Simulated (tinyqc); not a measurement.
# Threshold of a short bulk MOSFET: charge sharing, barrier lowering, narrow width: what changes with what

n-channel device on a p-type body, depletion approximation, full ionisation. Uniform doping N = Na. Vbi from Boltzmann statistics is rough for the degenerate source. Cox = eps0 eox/tox.

Inputs (values chosen for the exercise); band and dielectric values close to those of silicon:
- T = 250 K (temperature)
- Eg = 1.13 eV (band gap)
- eps_r = 11.9 (relative permittivity)
- Nc = 2.15e19 cm^-3 (conduction-band density of states at T)
- Nv = 2e19 cm^-3 (valence-band density of states at T)
- eox = 3.9 (relative permittivity of the gate insulator (close to silicon dioxide))
- tox = 4.2 nm (insulator thickness)
- Na = 1.6e18 cm^-3 (channel doping)
- Nsd = 1e20 cm^-3 (source and drain doping)
- Vfb = -0.83 V (flat-band voltage for the doping Na)
- xj = 130 nm (junction depth)
- Vbs = -1 V (body-source voltage)
- Vds = 1 V (drain-source voltage)
- W = 190 nm (gate width)
- xw = 0.7854 (shape factor of the fringing depletion at the width edges)
- L = 200 nm (channel length)

Constants: q = 1.602176634e-19 C, kB = 1.380649e-23 J/K, Vt = kB T/q, eps0 = 8.8541878128e-14 F/cm where lengths are in cm. Results are converted to the units shown.

Each table varies one quantity; the others keep the values above.

## Threshold roll-off against channel length

ni = sqrt(Nc Nv) exp(-Eg/(2 Vt)), Eg in volts; 2 pB = 2 Vt ln(N/ni); flat band Vfb - Vt ln(N/Na); Wd = sqrt(2 eps0 eps_r (2 pB - Vbs)/(q N)); body term q N Wd/Cox; long-channel VT0 = flat band + 2 pB + body term; Vbi = Vt ln(N Nsd/ni^2); scale length l = sqrt((eps_r/eox) tox Wd). Charge sharing (trapezoid; it ignores Vds): F = (xj/L)(sqrt(1 + 2 Wd/xj) - 1), lowering = body term times F. Barrier lowering: th = exp(-L/(2 l)) + 2 exp(-L/l), lowering = th [2 (Vbi - 2 pB) + Vds], DIBL = th. Narrow width: rise = body term times xw Wd/W. VT by each model = VT0 - lowering + rise. DIBL under 0.001 mV/V is printed as 0.

The same in every row: N (cm^-3) = 1.6000e18; VT0 (V) = 1.4600.

Threshold roll-off against channel length:
```
L (nm)	L/l	F	DIBL (mV/V)	VT, charge sharing (V)	VT, barrier lowering (V)
73	3.1946	0.49059	284.41	1.0508	1.3389
100	4.3762	0.35813	137.28	1.2190	1.5123
150	6.5642	0.23875	40.368	1.3707	1.6265
220	9.6276	0.16279	8.2489	1.4672	1.6643
320	14.004	0.11192	0.91185	1.5318	1.6729
460	20.130	0.077854	0.042539	1.5751	1.6740
660	28.883	0.054262	0	1.6051	1.6740
950	41.574	0.037698	0	1.6261	1.6740
1400	61.266	0.025581	0	1.6415	1.6740
```

VT by barrier lowering rises from 1.34 to 1.67 V and VT by charge sharing rises from 1.05 to 1.64 V. DIBL is under 100 mV/V from L = 150 nm on among the rows (th = 0.1 at L/l = 4.92). For L = 73 DIBL exceeds 250 mV/V, where the barrier formula is rough.

## Effect of the insulator thickness

Same model as above.

The same in every row: N (cm^-3) = 1.6000e18; F = 0.17906.

Result of one run:
```
tox (nm)	VT0 (V)	L/l	DIBL (mV/V)	VT, charge sharing (V)	VT, barrier lowering (V)
10	3.2144	5.6722	65.536	3.1823	3.6467
```

What becomes of these results when the insulator thickness tox is changed from 10 to 2.8 nm, all else the same?

Result of the changed run:
```
tox (nm)	VT0 (V)	L/l	DIBL (mV/V)	VT, charge sharing (V)	VT, barrier lowering (V)
2.8	1.0366	10.719	4.7466	1.0276	1.1736
```

The whole series:
```
tox (nm)	VT0 (V)	L/l	DIBL (mV/V)	VT, charge sharing (V)	VT, barrier lowering (V)
1.7	0.70384	13.757	1.0318	0.69837	0.78923
2.2	0.85508	12.093	2.3772	0.84800	0.96436
2.8	1.0366	10.719	4.7466	1.0276	1.1736
3.7	1.3088	9.3250	9.6214	1.2969	1.4860
4.8	1.6415	8.1870	17.237	1.6261	1.8658
6.2	2.0650	7.2036	28.762	2.0451	2.3470
8.1	2.6397	6.3024	46.465	2.6137	2.9976
10	3.2144	5.6722	65.536	3.1823	3.6467
```

As tox goes from 1.7 to 10, VT0 rises from 0.704 to 3.21 V, DIBL rises from 1.03 to 65.5 mV/V, F stays at 0.179 and VT by barrier lowering rises from 0.789 to 3.65 V.

Computed by the program tinyqc: `OMP_NUM_THREADS=1 python tinyqc.py 2002026 2002027 out.jsonl`, one thread of a shared Intel Xeon 2.30GHz, about 0.01 s for the whole run.
